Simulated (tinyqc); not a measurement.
Heavy and light holes: cyclotron masses of warped hole bands.

Values chosen for the exercise (near those of Ge; not measured data): g1 = 13.19 (Luttinger gamma1); g2 = 4.27 (gamma2); g3 = 5.67 (gamma3); ths = (0, 10, 25, 35, 55, 70, 90) degrees (angles).

E = c k^2 f(n) with f = g1 -/+ 2 sqrt(g2^2 + 3 (g3^2 - g2^2)(nx^2 ny^2 + ny^2 nz^2 + nz^2 nx^2)). For the orbit through k = 0 perpendicular to b = (sin(theta)/sqrt2, sin(theta)/sqrt2, cos(theta)), mc is the mean of 1/f over the directions n in that plane (180 evenly spaced angles). Quantum effects of the lowest levels are left out.

Cyclotron masses (m0):
```
theta (degrees)   heavy   light
0                0.2970  0.0438
10               0.3051  0.0436
25               0.3441  0.0429
35               0.3767  0.0423
70               0.3993  0.0421
90               0.3966  0.0424
```

Give the missing row, theta (degrees) = 55.

Computed row:
```
theta (degrees)   heavy   light
55               0.4030  0.0418
```

The heavy mass varies by 36 % over the table, with its largest listed value at 55 degrees ([111] lies at 54.7) and its smallest at 0; the light mass varies by 4.7 %. The warping term enters both with the same size, but it is set against a small inverse mass in one and a large one in the other (along [111], g1 - 2 g3 = 1.85 and g1 + 2 g3 = 24.53).

Run: tinyqc, `OMP_NUM_THREADS=1 python tinyqc.py 1282441 1282442 out.jsonl`; Intel(R) Xeon(R) Processor @ 2.30GHz, one thread, shared host; about 0.01 s of CPU time with all checks.
